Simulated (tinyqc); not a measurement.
Choosing the metal: Schottky barrier with interface states (Cowley-Sze model), image lowering and contact resistance. Computed by tinyqc, a small Python program. Command: `OMP_NUM_THREADS=1 python tinyqc.py 3000876 3000877 out.jsonl pinning walk`. One thread of a shared host (Intel(R) Xeon(R) Processor @ 2.30GHz), about 0.01 s of CPU time with the checks.

An n-type semiconductor under a metal. The barrier lies between the Schottky-Mott limit phi_M - chi and the Bardeen limit E_g - E_n, E_n being the neutrality level of the interface states; the space-charge term of the full Cowley-Sze expression is left out.

Inputs (values chosen for the exercise, with gap, mass and screening modelled on CdS):
```
quantity                                       value         unit
gap E_g                                         2.53           eV
electron affinity chi                           4.17           eV
metal work function phi_M                       5.33           eV
neutrality level E_n above the valence band     1.08           eV
interface-state density D                    4.9e+13  cm^-2 eV^-1
dipole layer thickness delta                    0.15           nm
dipole layer constant eps_i                        2            -
dielectric constant eps_s                       8.42            -
electron mass m_e                              0.208          m_0
valleys M_c                                        1            -
donor density N                              5.5e+16        cm^-3
temperature T                                    300            K
```

Pinning factor from: interface states.

Constants: e = 1.602176634e-19 C; eps_0 = 8.8541878128e-12 F/m; k_B = 8.617333262e-05 eV/K; hbar = 1.054571817e-34 J s; m_0 = 9.1093837015e-31 kg; k_B = 1.380649e-23 J/K; h = 6.62607015e-34 J s.

Method:
- S = 1/(1 + e^2 D delta/(eps_i eps_0)); for D per eV, e^2 D is the number e x D in SI units, with 1 cm^-2 = 1e4 m^-2.
- phi_B = S (phi_M - chi) + (1 - S)(E_g - E_n); the hole barrier is E_g - phi_B.
- A* = 4 pi e m_e M_c k_B^2/h^3 (a simple valley count); J_s = A* T^2 exp(-phi/k_B T).
- E_00 = (e hbar/2) sqrt(N/(m_e eps_s eps_0)), E_0 = E_00 coth(E_00/k_B T); scaling form of the contact resistivity rho_c = (k_B/(e A* T)) exp(phi_B/E_0), which is the thermionic result when E_00 << k_B T and keeps only the leading exponential of tunnelling when E_00 >> k_B T; image lowering is left out of it.

pinning factor S = 0.600602

Bardeen barrier = 1.45 eV

E_0 = 0.0259914 eV

Against work function:
```
phi_M (eV)  Schottky-Mott (eV)  phi_B (eV)  J_0 (A/cm^2)  rho_c (ohm cm^2)
4.17                      0.00      0.5791    4.1996e-04        5.4588e+01
4.40                      0.23      0.7173    2.0072e-06        1.1099e+04
4.63                      0.46      0.8554    9.5931e-09        2.2566e+06
4.86                      0.69      0.9935    4.5850e-11        4.5880e+08
5.08                      0.91      1.1257    2.7644e-13        7.4036e+10
5.31                      1.14      1.2638    1.3212e-15        1.5053e+13
5.54                      1.37      1.4020    6.3148e-18        3.0605e+15
5.77                      1.60      1.5401    3.0181e-20        6.2225e+17
```

What does the comparison show, and why?

A span of 1.60 eV in work function moves the barrier by 0.961 eV (slope S = 0.601) and rho_c by 16.1 decades. The barrier equals its Schottky-Mott value only at phi_M = chi + E_g - E_n = 5.62 eV, where the interface states are neutral.
